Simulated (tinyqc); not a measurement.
Kinetics of strain relaxation and threading dislocations in mismatched semiconductor layers. Changing the layer thickness h. Computed by tinyqc, a small Python program. Command: `OMP_NUM_THREADS=1 python tinyqc.py 3026309 3026310 out.jsonl threading sweep`. One thread of a shared host (Intel(R) Xeon(R) Processor @ 2.30GHz), about 0.01 s of CPU time with the checks.

60-degree dislocations on {111} planes of a (001) layer, isotropic elasticity. The Schmid factor is 1/sqrt(6), and a misfit segment relieves strain with b/2.

Inputs (values chosen for the exercise, modelled on Ge on Si):
```
quantity,value,unit
misfit f,0.0444,-
shear modulus G,55.1,GPa
Poisson ratio nu,0.26,-
Burgers vector b,4,angstrom
glide activation energy Q,1.58,eV
velocity prefactor v0,38000,m/s per MPa
anneal temperature T,553,K
anneal time t,1000,s
initial thread density rho_0,5.2e+07,1/cm^2
multiplication constant delta,11000,1/m
```

Sources: fixed density of threads.

Constants: k_B = 8.617333262e-05 eV/K.

Method:
- Excess resolved stress tau = (1/sqrt 6) [2 G (1 + nu)/(1 - nu)] (e - e_eq), e_eq = b (1 - nu/4) [ln(h/b) + 1]/(4 pi (1 + nu) h), the Matthews-Blakeslee strain of an uncapped layer; glide velocity v = v0 tau exp(-Q/(k_B T)), tau in MPa.
- Threads run in two directions, so de/dt = -(b/4) rho v, with rho fixed. With x = e - e_eq, x0 = f - e_eq (fully strained at t = 0) and v = m S x (m the mobility, S x = tau): x = x0 exp(-t/t_r), t_r = 4/(b rho_0 m S).
- The half time is that at which x = x0/2.

One run for each value:
```
layer thickness h (nm),equilibrium strain e_eq,excess stress tau (MPa),half time (s),share of the excess strain relieved (%)
5.0,0.016656,2125.3,1148.6,45.310
7.8,0.012024,2480.1,1148.6,45.310
12.0,0.008663,2737.5,1148.6,45.310
19.0,0.006043,2938.3,1148.6,45.310
30.0,0.004187,3080.4,1148.6,45.310
47.0,0.002898,3179.2,1148.6,45.310
73.0,0.002008,3247.3,1148.6,45.310
120.0,0.001320,3300.1,1148.6,45.310
180.0,0.000933,3329.7,1148.6,45.310
```

Describe and explain the trends.

Over the rows, equilibrium strain e_eq falls from 0.0167 to 9.33e-4 (exponent d ln y / d ln x -0.73 between the first rows and -0.86 between the last); excess stress tau (MPa) rises from 2130 to 3330 (exponent d ln y / d ln x 0.35 between the first rows and 0.022 between the last); half time (s) does not change. The excess stress rises with h and saturates at S f. With a fixed density the half time does not depend on h, since velocity and excess strain scale together.

Caution (all rows): at stresses above about 1 GPa the linear velocity law understates glide, as stress lowers the kink barrier. Caution (all rows): at such misfit the layer islands and relaxes during the first nanometres, so a uniform strained start is an idealisation. Caution (all rows): blocking of threads by crossing misfit lines, left out here, leaves real layers with more strain.

Extremes, crossings and ranges named in words are read from the listed rows.
